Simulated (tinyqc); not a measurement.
MOS capacitor on a p-type substrate, surface potential from the exact charge relation: one step of the calculation.

Uniform p-type substrate, Boltzmann statistics, full ionisation, classical densities. psi is the surface potential against the body (positive when the bands bend down) and u = psi/Vt. Traps are spread evenly over the gap and neutral at flat band, so their charge is -q Dit psi; the minority quasi-Fermi level is shifted by Vb.

Question. Charges, field and capacitances at the solution. ni = sqrt(Nc Nv) exp(-Eg/(2 Vt)), Eg in volts; phiF = Vt ln(N/ni); Cox = eps0 eox/tox; Vfb = phiM - chi - (Eg - Vt ln(Nv/N)) - q Nf/Cox; Q0 = sqrt(2 eps0 eps_r q N Vt); r = (ni/N)^2 exp(-Vb/Vt); VT = Vfb + [(2 phiF + Vb)(1 + q Dit/Cox) + sqrt(2 eps0 eps_r q N (2 phiF + Vb))/Cox].

u = psi/Vt; F^2 = exp(-u) + u - 1 + r (exp(u) - u - 1); Qs = -sign(u) Q0 F; Cs = -dQs/dpsi = (Q0/Vt) |1 - exp(-u) + r (exp(u) - 1)|/(2 F). Low frequency: 1/C_LF = 1/Cox + 1/(Cs + q Dit). High frequency, in the simple estimate in which traps and minority carriers do not follow: 1/C_HF = 1/Cox + 1/Cd, Cd being Cs with r = 0 at the same psi. Minority sheet density N_inv = (Q0/(2 q)) int_0^u r (exp(t) - 1)/F(t) dt for u > 0. Oxide field |Qs - q Dit psi + q Nf|/(eps0 eox).

Values chosen for this exercise; band and dielectric values those of a made-up semiconductor: temperature T = 300 K; band gap Eg = 1.44 eV; relative permittivity eps_r = 12; conduction-band density of states at T Nc = 2.75e19 cm^-3; valence-band density of states at T Nv = 2.57e19 cm^-3; acceptor density of the substrate N = 3.7e15 cm^-3; relative permittivity of the gate insulator (close to silicon dioxide) eox = 3.9; insulator thickness tox = 3 nm; fixed charge at the interface, in units of q Nf = 0 cm^-2; density of interface traps Dit = 0 cm^-2 eV^-1; reverse bias of the inversion layer against the body Vb = 1.6 V.

Constants: q = 1.602176634e-19 C, kB = 1.380649e-23 J/K, Vt = kB T/q, eps0 = 8.8541878128e-14 F/cm where lengths are in cm. Results are converted to the units shown.

converged psi = -0.24220738 V

Find: Qs; N_inv; oxide field; Cs; C_LF/Cox; C_HF/Cox.

Answer.

Qs = 617.51 nC/cm^2
N_inv = 0 cm^-2
oxide field = 1.7883 MV/cm
Cs = 11.953 uF/cm^2
C_LF/Cox = 0.91216
C_HF/Cox = 0.91216

The surface is in accumulation (borders at |psi| = 0, phiF + Vb and 2 phiF + Vb = 2.58 V).

tinyqc, about 0.01 s, one thread, Intel Xeon 2.30GHz (shared host): `OMP_NUM_THREADS=1 python tinyqc.py 2060085 2060086 out.jsonl`
